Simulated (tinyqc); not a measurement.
Inside a calculation. Method: RHF in the sto-6g basis, for BeH2, spin multiplicity 1. One step of it, computed by the program tinyqc.

Task: Orthogonalisation. S = U s U^T; canonical form X = U s^(-1/2), so that X^T S X = 1. Each column of U has its largest component positive (the first on a tie).

overlap S, order 1Be 1s, 1Be 2s, 1Be 2px, 1Be 2py, 1Be 2pz, 2H 1s, 3H 1s:
$$\begin{pmatrix}
1.000000 & 0.254764 & 0.000000 & 0.000000 & 0.000000 & 0.032506 & 0.032506 \\
0.254764 & 1.000000 & 0.000000 & 0.000000 & 0.000000 & 0.327068 & 0.327068 \\
0.000000 & 0.000000 & 1.000000 & 0.000000 & 0.000000 & 0.000000 & 0.000000 \\
0.000000 & 0.000000 & 0.000000 & 1.000000 & 0.000000 & 0.409310 & -0.409310 \\
0.000000 & 0.000000 & 0.000000 & 0.000000 & 1.000000 & 0.035118 & 0.035118 \\
0.032506 & 0.327068 & 0.000000 & 0.409310 & 0.035118 & 1.000000 & 0.010793 \\
0.032506 & 0.327068 & 0.000000 & -0.409310 & 0.035118 & 0.010793 & 1.000000
\end{pmatrix}$$

Give: eigenvalues of S; X.

Result:

eigenvalues of S: [0.4157, 0.4927, 0.9520, 1.0000, 1.0119, 1.5542, 1.5735]

X, order 1Be 1s, 1Be 2s, 1Be 2px, 1Be 2py, 1Be 2pz, 2H 1s, 3H 1s:
$$\begin{pmatrix}
0.0000 & -0.4345 & 0.8065 & 0.0000 & -0.3880 & 0.2953 & 0.0000 \\
0.0000 & 1.0249 & -0.0732 & 0.0000 & -0.0564 & 0.5523 & 0.0000 \\
0.0000 & 0.0000 & 0.0000 & 1.0000 & 0.0000 & 0.0000 & 0.0000 \\
1.0916 & 0.0000 & 0.0000 & 0.0000 & 0.0000 & 0.0000 & 0.5663 \\
0.0000 & 0.0866 & 0.4517 & 0.0000 & 0.8886 & 0.0447 & 0.0000 \\
-0.7791 & -0.6256 & -0.3087 & 0.0000 & 0.1501 & 0.3530 & 0.3967 \\
0.7791 & -0.6256 & -0.3087 & 0.0000 & 0.1501 & 0.3530 & -0.3967
\end{pmatrix}$$
